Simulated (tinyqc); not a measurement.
From results back to parameters: propagation of a band-gap error through k.p and effective-mass formulas. Three cases, with inputs chosen for the exercise.

Problem. A calculation returned the electron mass below. With 1/me = 1 + Ep (E + 2 Dso/3)/(E (E + Dso)) and the given Ep and Dso, which gap E did it have, and by what factor is exp(-E/2kT) off against the gap Eg?

Constants: kB = 8.617333262e-05 eV/K.
Find: X = 1/me - 1; E; log10 of the factor.
Method. X E^2 + (X Dso - Ep) E - (2/3) Ep Dso = 0 has one positive root; the factor is exp((Eg - E)/2kT).

Case 1.

Values chosen (reference values near those of ZnSe, gap at low temperature; shifted at random, so the results belong to these values and not to a real crystal): Eg = 2.767 eV (gap at Gamma to the s-like level); Dso = 0.399 eV (spin-orbit splitting); Ep = 23.9 eV (Kane energy); T = 300 K (temperature).

me = 0.0418802 m0

Solution.

X = 1/me - 1 = 22.878
E = 0.941 eV
log10 of the factor = 15.34

Case 2.

Values chosen (reference values near those of CdTe, gap at low temperature; shifted at random, so the results belong to these values and not to a real crystal): Eg = 1.591 eV (gap at Gamma to the s-like level); Dso = 0.923 eV (spin-orbit splitting); Ep = 18.7 eV (Kane energy); T = 77 K (temperature).

me = 0.0389325 m0

Solution.

X = 1/me - 1 = 24.685
E = 0.605 eV
log10 of the factor = 32.27

Case 3.

Values chosen (reference values near those of ZnSe, gap at low temperature; shifted at random, so the results belong to these values and not to a real crystal): Eg = 2.787 eV (gap at Gamma to the s-like level); Dso = 0.407 eV (spin-orbit splitting); Ep = 24 eV (Kane energy); T = 300 K (temperature).

me = 0.0683392 m0

Solution.

X = 1/me - 1 = 13.633
E = 1.644 eV
log10 of the factor = 9.60

Computed by tinyqc, one run a case: `OMP_NUM_THREADS=1 python tinyqc.py N N+1 out.jsonl` with N = 1850927, 1850940, 1850941; one thread of a shared Intel(R) Xeon(R) Processor @ 2.30GHz, about 0.01 s a run at most.
